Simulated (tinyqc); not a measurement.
What each parameter does: inter-valley coupling by envelope functions against a chain of atomic planes.

Chain: E(phi) = e0 + 2 v cos(phi) + 2 u cos(2 phi), cos(phi0) = -v/(4u), e0 = 2u + v^2/(4u); plane j = 0, 1, ... has the potential V_j = dE x_j + F (j - 30) a/4 (1 MV/m = 1e-4 V/angstrom). There are 30 barrier planes a side; with y = j - 29.5, x_j = xb (f(y) + f(Nw - y)), f(y) = 1/(1 + exp(y/L)), plus any Ge added in the well. The valley splitting is the spacing of the two lowest levels. Envelope theory: F_j solves a one-valley chain with hopping -b and diagonal 2b + V_j, b = 4u sin^2(phi0), sum F_j^2 = 1; the valleys couple by Dv = sum_j F_j^2 V_j exp(-2 i phi0 j) and split by 2|Dv|.

Values chosen for the exercise (near those of the Delta valleys of silicon in a SiGe well; the results hold for these values, not for the real material):
```
symbol  value  unit      meaning
a       5.431  angstrom  lattice constant; planes lie a/4 apart
u       0.605  eV        second-neighbour hopping
v       0.566  eV        nearest hopping
Nw      68               planes in the well
L       1.5    planes    interface width
xb      0.25             Ge fraction of the barriers
dE      0.6    eV        offset per unit Ge fraction
F       2      MV/m      field
js      54               plane j of a Ge spike (the well starts at j = 30)
xs      0.18             Ge fraction added on that plane
```

Chain with the spike on plane js.

Results for these values:
```
case  level (meV)  splitting (micro-eV)
base       14.720                4759.0
```

What happens to each result for xs = 0.234, all else kept?

Answer: level rises from 14.720 to 15.162; splitting rises from 4759.0 to 5641.5.

The same for each parameter in turn:
```
case          level (meV)  splitting (micro-eV)
base               14.720                4759.0
Nw = 74            14.451                4490.1
L = 2 planes       15.053                4801.3
xb = 0.3           14.891                4787.0
dE = 0.66 eV       14.969                5089.8
F = 4 MV/m         21.412                5206.8
js = 57            14.690                4697.5
xs = 0.234         15.162                5641.5
```

Computed by tinyqc, a small Python program: `OMP_NUM_THREADS=1 python tinyqc.py 1452472 1452473 out.jsonl` (the numbers bound the seed that draws the inputs); one thread of a shared host (Intel(R) Xeon(R) Processor @ 2.30GHz), about 0.06 s for the whole set of steps.
